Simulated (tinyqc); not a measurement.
Convergence with the basis: effective-mass impurity with a central-cell term, in a basis of Slater functions. Computed by tinyqc, a small Python program. Command: `OMP_NUM_THREADS=1 python tinyqc.py 3018549 3018550 out.jsonl centralcell walk`. One thread of a shared host (Intel(R) Xeon(R) Processor @ 2.30GHz), about 0.01 s of CPU time with the checks.

The envelope obeys H = -nabla^2 - (2/r) [Z + A exp(-kappa r)] in effective units, with kappa = a*/lambda; positive A deepens the well near the core.

Inputs (values chosen for the exercise, with mass and screening modelled on GaSb): effective mass m = 0.0402 m_0; dielectric constant eps = 16.2; charge Z of the core = 1; central-cell strength A = -35; central-cell range lambda = 2.3 angstrom; smallest exponent zeta_1 = 0.48 1/a*; ratio beta of exponents = 2.7.

Impurity: donor, one isotropic band.

Constants: Ry = 13.605693123 eV; a_0 = 0.529177210903 angstrom.

Method:
- Units: Ry* = Ry m/eps^2 and a* = a_0 eps/m, with m in m_0.
- kappa = a*/lambda; the hydrogenic ground state is bound by Z^2 Ry*.
- For s functions exp(-zeta r), with s = zeta_i + zeta_j: S = 2/s^3, T = zeta_i zeta_j S, V = -2 Z/s^2, W = -2 A/(s + kappa)^2; each function is normalised by dividing by sqrt(S_ii S_jj).
- Large basis: zeta_i = 0.06 x 1.6^(i-1), i = 1..22, same formulas; for p functions r exp(-zeta r): S = 24/s^5, T = zeta_i zeta_j S (centrifugal term included), V = -12 Z/s^4, W = -12 A/(s + kappa)^4; overlap eigenvalues below 1e-11 are dropped.
- Binding energies are -E Ry*; the effective quantum number is nu = Z/sqrt(-E); |psi(0)|^2 is given relative to the hydrogenic Z^3/(pi a*^3).
- zeta_i = zeta_1 beta^(i-1), i = 1..n.
- The error is the lowest level above the large-basis value.

kappa = 92.7176 1/a*

Ry* = 2.08409 meV

1s binding energy = 2.03851 meV

Error of the 1s level:
```
n  error (meV)  largest exponent (1/a*)
1      0.52531               4.8000e-01
2      0.08860               1.2960e+00
3      0.03551               3.4992e+00
4      0.03546               9.4478e+00
5      0.02472               2.5509e+01
6      0.02467               6.8875e+01
7      0.02462               1.8596e+02
8      0.02460               5.0210e+02
```

The error falls from 0.525 to 0.0246 meV. The last function changes it by less than 5 %: it has levelled off, and what remains is set by beta and zeta_1, not by the range of exponents.

Extremes, crossings and ranges named in words are read from the listed rows.
